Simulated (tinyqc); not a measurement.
Inside a calculation. Model: MOSFET in the linear regime without short-channel effects, parameter extraction from computed curves.

tinyqc, about 0.01 s, one thread, Intel Xeon 2.30GHz (shared host): `OMP_NUM_THREADS=1 python tinyqc.py 2210067 2210068 out.jsonl` Printed values are rounded.

Inversion charge Q = Cox n Vt W0(exp((Vg - VT)/(n Vt))), W0 the Lambert function and n = nf; u = Q/Cox; mobility mu = mu0/(1 + th1 u + th2 u^2); channel resistance Rch = (L - dL)/(W mu Q); Id = Vd/(Rch + Rsd/W). Cox = eps0 eox/tox. Small Vd, no channel-length or drain effects.

Parameters, values chosen for the exercise; channel values of the order met in silicon transistors:
- T = 300 K (temperature)
- eox = 3.9 (relative permittivity of the gate insulator (close to silicon dioxide))
- tox = 2.2 nm (insulator thickness)
- mu0 = 220 cm^2/(V s) (low-field mobility)
- th1 = 0.69 1/V (first mobility attenuation factor)
- th2 = 0.16 1/V^2 (second mobility attenuation factor)
- VT = 0.68 V (threshold voltage)
- nf = 1.06 (body factor)
- W = 1 um (gate width)
- L = 1.9 um (drawn gate length)
- dL = 0.015 um (drawn less effective length)
- Rsd = 200 ohm um (source plus drain resistance)
- Vd = 0.02 V (drain voltage)

Constants: q = 1.602176634e-19 C, kB = 1.380649e-23 J/K, Vt = kB T/q, eps0 = 8.8541878128e-14 F/cm where lengths are in cm. Results are converted to the units shown.

## Transfer curve

Vg, point 0 to 10 (V): 0.44  0.56  0.68  0.8  0.92  1.04  1.16  1.28  1.4  1.52  1.64

u, mu, Rch and Id as defined.

```
point       u (V)  mu (cm^2/(V s))  Rch (ohm)     Id (uA)
0      4.30651e-6          219.999  1.26758e9  1.57782e-5
1      3.39328e-4          219.948  1.60909e7  0.00124292
2       0.0155415          217.658  3.55021e5   0.0563030
3       0.0880224          207.161    65859.6    0.302757
4        0.187326          193.855    33070.9    0.601126
5        0.294892          180.715    22535.4    0.879686
6        0.406121          168.374    17562.6     1.12596
7        0.519381          156.971    14730.4     1.33954
8        0.633920          146.501    12931.5     1.52306
9        0.749336          136.911    11705.9     1.67984
10       0.865390          128.135    10830.3     1.81318
```

## Threshold and mobility at the peak transconductance

gm_i = (Id_(i+1) - Id_(i-1))/(Vg_(i+1) - Vg_(i-1)); at the point j of largest gm the tangent meets the axis at V_ext = Vg_j - Id_j/gm_j; field-effect mobility gm_j L/(W Cox Vd) with the drawn L.

gm, point 1 to 9 (uS): 0.234530  1.25631  2.27010  2.40387  2.18681  1.91608  1.65459  1.41788  1.20884
j = 4
V_ext = 0.669934 V
field-effect mobility = 145.494 cm^2/(V s)

V_ext is 10 mV below the model VT, and the mobility so found is 34 % below mu0 L/(L - dL) = 222 cm^2/(V s), the value for the drawn L; attenuation, series resistance and the slow approach of Q to a straight line all lower the peak gm.

## The Y function

Y_i = Id_i/sqrt(gm_i). For Id = beta Vd x/(1 + th x), x = Vg - VT, Y = sqrt(beta Vd) x whatever th. Slope s from points 6 and 9; VT_Y = Vg - Y/s at point 9; beta = s^2/Vd; mobility beta L/(W Cox) with the drawn L; th* = (beta Vd x/Id - 1)/x at point 9.

Y, point 1 to 9 (uA^0.5 V^0.5): 0.00256652  0.0502323  0.200942  0.387712  0.594870  0.813423  1.04139  1.27908  1.52786
s = 1.98455 uA^0.5 V^-0.5
VT_Y = 0.750122 V
beta = 196.921 uA/V^2
mobility from Y = 238.372 cm^2/(V s)
th* = 1.04562 1/V

The mobility from Y is 7.5 % above mu0 L/(L - dL) = 222 cm^2/(V s), which it should reach in deep inversion when th2 = 0. th* compares with th1 + mu0 Cox Rsd/(L - dL) = 0.727 1/V, since series resistance enters like th1. The match is poor here: at these overdrives Q is not yet a straight line in Vg and th2 bends Y.
